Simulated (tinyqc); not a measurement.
Inside a calculation. Method: UHF in the 6-31g basis, for H3+, spin multiplicity 1. One step of it, computed by the program tinyqc.

Question. Iteration 18 (converged): orbitals. Diagonalise F' = X^T F X, C = X C', fill 1 alpha and 1 beta electrons from the bottom; D(s) = C_occ C_occ^T. Each column has its largest component positive (the first on a tie).

converged F(alpha) (hartree), order 1H 1s, 1H 2s, 2H 1s, 2H 2s, 3H 1s, 3H 2s:
```
[[-0.557814, -0.861234, -0.605051, -0.672180, -0.604727, -0.672007],
 [-0.861234, -0.813312, -0.601603, -0.659532, -0.601396, -0.659438],
 [-0.605051, -0.601603, -0.311558, -0.636425, -0.183836, -0.339684],
 [-0.672180, -0.659532, -0.636425, -0.605061, -0.339626, -0.459240],
 [-0.604727, -0.601396, -0.183836, -0.339626, -0.311423, -0.636297],
 [-0.672007, -0.659438, -0.339684, -0.459240, -0.636297, -0.604989]]
```

converged F(beta) (hartree), order 1H 1s, 1H 2s, 2H 1s, 2H 2s, 3H 1s, 3H 2s:
```
[[-0.557814, -0.861234, -0.605051, -0.672180, -0.604727, -0.672007],
 [-0.861234, -0.813312, -0.601603, -0.659532, -0.601396, -0.659438],
 [-0.605051, -0.601603, -0.311558, -0.636425, -0.183836, -0.339684],
 [-0.672180, -0.659532, -0.636425, -0.605061, -0.339626, -0.459240],
 [-0.604727, -0.601396, -0.183836, -0.339626, -0.311423, -0.636297],
 [-0.672007, -0.659438, -0.339684, -0.459240, -0.636297, -0.604989]]
```

X, order 1H 1s, 1H 2s, 2H 1s, 2H 2s, 3H 1s, 3H 2s:
```
[[-0.791729, -0.000148, 0.177296, 1.197536, -0.000159, 0.217167],
 [4.016595, -0.000163, -0.518100, -0.071543, 0.000000, 0.282641],
 [0.233711, 0.804595, 0.892996, -0.280895, -0.510535, 0.168028],
 [-2.212414, -1.188109, -0.407894, -0.309144, -0.345658, 0.235520],
 [0.233473, -0.804710, 0.892868, -0.280605, 0.510690, 0.167979],
 [-2.211317, 1.188529, -0.407799, -0.308726, 0.345848, 0.235486]]
```

Give: F' = X^T F X; orbital energies; coefficients C; F' = X^T F X; orbital energies; coefficients C; D(alpha) after iteration 18; D(beta) after iteration 18.

Answer.

F' = X^T F X (alpha) (hartree):
```
[[0.4743, 0.0001, 0.0972, -0.4606, 0.0000, -0.0165],
 [0.0001, 0.5578, 0.0000, -0.0001, -0.2099, 0.0000],
 [0.0972, 0.0000, 0.5672, -0.1592, 0.0000, -0.1632],
 [-0.4606, -0.0001, -0.1592, 0.4250, 0.0000, -0.1860],
 [0.0000, -0.2099, 0.0000, 0.0000, -0.3109, 0.0000],
 [-0.0165, 0.0000, -0.1632, -0.1860, 0.0000, -1.0131]]
```

orbital energies (alpha) (hartree): [-1.0606, -0.3590, 0.0082, 0.5165, 0.6058, 0.9894]

coefficients C (alpha), order 1H 1s, 1H 2s, 2H 1s, 2H 2s, 3H 1s, 3H 2s:
```
[[0.3735, -0.0001, 0.2806, -0.6532, 0.0001, -1.2225],
 [0.4044, -0.0001, 2.6500, 1.7773, -0.0003, 2.4782],
 [0.2325, -0.3181, -0.0278, -0.6605, 0.8977, 0.6849],
 [0.0327, -0.6020, -1.7920, -0.2180, -1.0806, -1.3976],
 [0.2325, 0.3182, -0.0277, -0.6598, -0.8989, 0.6838],
 [0.0327, 0.6024, -1.7910, -0.2187, 1.0818, -1.3963]]
```

F' = X^T F X (beta) (hartree):
```
[[0.4743, 0.0001, 0.0972, -0.4606, 0.0000, -0.0165],
 [0.0001, 0.5578, 0.0000, -0.0001, -0.2099, 0.0000],
 [0.0972, 0.0000, 0.5672, -0.1592, 0.0000, -0.1632],
 [-0.4606, -0.0001, -0.1592, 0.4250, 0.0000, -0.1860],
 [0.0000, -0.2099, 0.0000, 0.0000, -0.3109, 0.0000],
 [-0.0165, 0.0000, -0.1632, -0.1860, 0.0000, -1.0131]]
```

orbital energies (beta) (hartree): [-1.0606, -0.3590, 0.0082, 0.5165, 0.6058, 0.9894]

coefficients C (beta), order 1H 1s, 1H 2s, 2H 1s, 2H 2s, 3H 1s, 3H 2s:
```
[[0.3735, -0.0001, 0.2806, -0.6532, 0.0001, -1.2225],
 [0.4044, -0.0001, 2.6500, 1.7773, -0.0003, 2.4782],
 [0.2325, -0.3181, -0.0278, -0.6605, 0.8977, 0.6849],
 [0.0327, -0.6020, -1.7920, -0.2180, -1.0806, -1.3976],
 [0.2325, 0.3182, -0.0277, -0.6598, -0.8989, 0.6838],
 [0.0327, 0.6024, -1.7910, -0.2187, 1.0818, -1.3963]]
```

D(alpha) after iteration 18, order 1H 1s, 1H 2s, 2H 1s, 2H 2s, 3H 1s, 3H 2s:
```
[[0.1395, 0.1510, 0.0869, 0.0122, 0.0868, 0.0122],
 [0.1510, 0.1635, 0.0940, 0.0132, 0.0940, 0.0132],
 [0.0869, 0.0940, 0.0541, 0.0076, 0.0541, 0.0076],
 [0.0122, 0.0132, 0.0076, 0.0011, 0.0076, 0.0011],
 [0.0868, 0.0940, 0.0541, 0.0076, 0.0540, 0.0076],
 [0.0122, 0.0132, 0.0076, 0.0011, 0.0076, 0.0011]]
```

D(beta) after iteration 18, order 1H 1s, 1H 2s, 2H 1s, 2H 2s, 3H 1s, 3H 2s:
```
[[0.1395, 0.1510, 0.0869, 0.0122, 0.0868, 0.0122],
 [0.1510, 0.1635, 0.0940, 0.0132, 0.0940, 0.0132],
 [0.0869, 0.0940, 0.0541, 0.0076, 0.0541, 0.0076],
 [0.0122, 0.0132, 0.0076, 0.0011, 0.0076, 0.0011],
 [0.0868, 0.0940, 0.0541, 0.0076, 0.0540, 0.0076],
 [0.0122, 0.0132, 0.0076, 0.0011, 0.0076, 0.0011]]
```
